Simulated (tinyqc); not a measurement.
# Planar ballistic transistor, top-of-the-barrier model: what changes with what

At the top of the source barrier, states moving towards the drain are filled by the source (Fermi level 0) and states moving back by the drain (Fermi level -q Vd); nothing scatters. U is the shift of the band edge there, set by the capacitances CG, CD and CS (the total) and by the charge. Parabolic two-dimensional band; the source is grounded.

Parameters, values chosen for the exercise; mass and valleys close to those of a monolayer dichalcogenide: temperature T = 350 K; effective mass m = 0.489 m0; valley degeneracy gv = 2; relative permittivity of the gate insulator eox = 7.5; insulator thickness tox = 1.1 nm; gate control CG/CS aG = 0.77; drain control CD/CS aD = 0.059; band edge at the barrier top above the source Fermi level at zero bias E0 = 0.21 eV.

Constants: q = 1.602176634e-19 C, kB = 1.380649e-23 J/K, hbar = 1.054571817e-34 J s, m0 = 9.1093837015e-31 kg, Vt = kB T/q, eps0 = 8.8541878128e-14 F/cm where lengths are in cm. Results are converted to the units shown.

Each table varies one quantity; the others keep the values above.

## Effect of the drain control CD/CS

N0 = gv m kB T/(pi hbar^2), CG = eps0 eox/tox, vT = sqrt(2 kB T/(pi m)), CS = CG/aG, n0 = n at U = 0 and Vd = 0. eta1 = -(E0 + U)/Vt, eta2 = eta1 - Vd/Vt, n = (N0/2)[F_0(eta1) + F_0(eta2)], F_0(x) = ln(1 + exp x). U = UL + q (n - n0)/CS with UL = -(aG Vg + aD Vd), energies in eV. I = q (N0/2) vT [F_(1/2)(eta1) - F_(1/2)(eta2)] per width, F_(1/2)(x) = (2/sqrt(pi)) int_0^infinity u^(1/2)/(1 + exp(u - x)) du. CQ = (q/Vt) dn/d(eta1). E0 is held fixed.

In this table Vg = 0.5 V, Vd = 0.5 V.

Effect of the drain control CD/CS:
```
aD      eta1  n (cm^-2)  I (uA/um)  mean velocity I/(q n) (cm/s)  CQ/CS
0     0.8312   7.348e12       1156                       9.814e6  2.908
0.02  0.9153   7.714e12       1222                       9.891e6  2.981
0.04  0.9978   8.081e12       1291                       9.969e6  3.050
0.06   1.079   8.451e12       1360                       1.005e7  3.115
0.08   1.159   8.822e12       1431                       1.012e7  3.177
0.1    1.238   9.195e12       1503                       1.020e7  3.236
0.12   1.316   9.570e12       1577                       1.028e7  3.291
0.14   1.392   9.946e12       1651                       1.036e7  3.344
```

What does the table show?

As aD goes from 0 to 0.14, n rises from 7.35e12 to 9.95e12 cm^-2, the mean velocity rises from 9.81e6 to 1.04e7 cm/s and the current rises from 1160 to 1650 uA/um. CQ/CS goes from 2.9 to 3.3.

## Effect of the valley degeneracy

Same model as above.

CQ = (q/Vt) dn/d(eta1). E0 is held fixed.

In this table Vg = 0.5 V, Vd = 0.5 V.

Result of one run:
```
gv    eta1  n (cm^-2)  I (uA/um)  mean velocity I/(q n) (cm/s)  CQ/CS
3   0.5392   9.229e12       1414                       9.564e6  3.955
```

What becomes of these results when the valley degeneracy gv is changed from 3 to 4, all else the same?

Result of the changed run:
```
gv    eta1  n (cm^-2)  I (uA/um)  mean velocity I/(q n) (cm/s)  CQ/CS
4   0.1879   9.753e12       1453                       9.299e6  4.565
```

The whole series:
```
gv     eta1  n (cm^-2)  I (uA/um)  mean velocity I/(q n) (cm/s)  CQ/CS
1     2.121   6.883e12       1232                       1.117e7  1.864
2     1.075   8.432e12       1357                       1.004e7  3.112
3    0.5392   9.229e12       1414                       9.564e6  3.955
4    0.1879   9.753e12       1453                       9.299e6  4.565
6   -0.2746   1.045e13       1508                       9.012e6  5.407
```

As gv goes from 1 to 6, n rises from 6.88e12 to 1.04e13 cm^-2, the mean velocity falls from 1.12e7 to 9.01e6 cm/s and the current rises from 1230 to 1510 uA/um. CQ/CS goes from 1.9 to 5.4.

Numbers from tinyqc (`OMP_NUM_THREADS=1 python tinyqc.py 2400137 2400138 out.jsonl`; about 0.01 s on one thread of a shared Intel Xeon 2.30GHz).
